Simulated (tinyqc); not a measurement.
Spectrum around the optical phonon: single-oscillator infrared dielectric function of a polar cubic crystal. Computed by tinyqc, a small Python program. Command: `OMP_NUM_THREADS=1 python tinyqc.py 3027887 3027888 out.jsonl infrared walk`. One thread of a shared host (Intel(R) Xeon(R) Processor @ 2.30GHz), about 0.01 s of CPU time with the checks.

One ion pair, charges +Z* and -Z*, in a cell of volume Omega = a^3/4. Frequencies omega are given as wavenumbers (1/cm); eps_s is the static dielectric constant.

Inputs (values chosen for the exercise, modelled on potassium chloride):
```
quantity              value      unit
lattice constant a     6.29  angstrom
mass M_A               39.1         u
mass M_B              35.45         u
omega_TO                143      1/cm
Born charge Z*         1.11         e
eps_inf                2.15         -
phonon damping gamma    6.5      1/cm
```

Structure: rock salt. Free carriers: absent.

Constants: nu for 1 eV/(angstrom^2 u) = 15.6333042 THz; 1 THz = 33.35640952 1/cm; e^2/(4 pi eps_0) = 14.39964548 eV angstrom.

Method:
- mu = M_A M_B/(M_A + M_B); ionic plasma term W^2 = 4 pi Z*^2 (e^2/(4 pi eps_0))/(Omega mu) in eV/(angstrom^2 u), turned into 1/cm by W = 15.6333042 x 33.35640952 x sqrt(W^2); omega_LO^2 = omega_TO^2 + W^2/eps_inf; eps_s = eps_inf + W^2/omega_TO^2; Szigeti charge 3 Z*/(eps_inf + 2); longitudinal (Callen) charge Z*/eps_inf.
- eps(omega) = eps_inf + W^2/(omega_TO^2 - omega^2 - i gamma omega); n + i k = sqrt(eps) with k >= 0; R = |(n + i k - 1)/(n + i k + 1)|^2 at normal incidence from vacuum.
- The loss function is Im(-1/eps).

omega_LO = 211.723 1/cm

W = 228.937 1/cm

Spectrum:
```
omega (1/cm)    Re eps     Im eps          R  Im(-1/eps)
71.5            5.5643    0.10346    0.16372   0.0033405
122             11.381     1.3154    0.29655    0.010022
139             30.455     22.672    0.53822    0.015728
143               2.15     56.387    0.68283    0.017709
160            -7.6266     1.9739    0.85210    0.031806
177            -2.6140    0.50377    0.84384    0.071085
198           -0.63146    0.19087    0.74958     0.43860
212           0.017050    0.11999    0.36148      8.1690
216            0.15580    0.10684    0.17759      2.9936
224            0.39111   0.086149   0.053498     0.53713
243            0.79445   0.055469  0.0035366    0.087460
318             1.5008   0.016634   0.010241   0.0073847
529             1.9480  0.0026780   0.027282  7.0573e-04
```

R peaks among these rows at 160 per cm with 0.85 and is lowest, 0.004, at 243; far above omega_LO it tends to ((sqrt(eps_inf) - 1)/(sqrt(eps_inf) + 1))^2 = 0.036. Im eps is largest at 143 and the loss function at 212: absorption marks the TO mode and the loss function the LO mode. Re eps is negative in some rows, where R averages 0.82.

Extremes, crossings and ranges named in words are read from the listed rows.
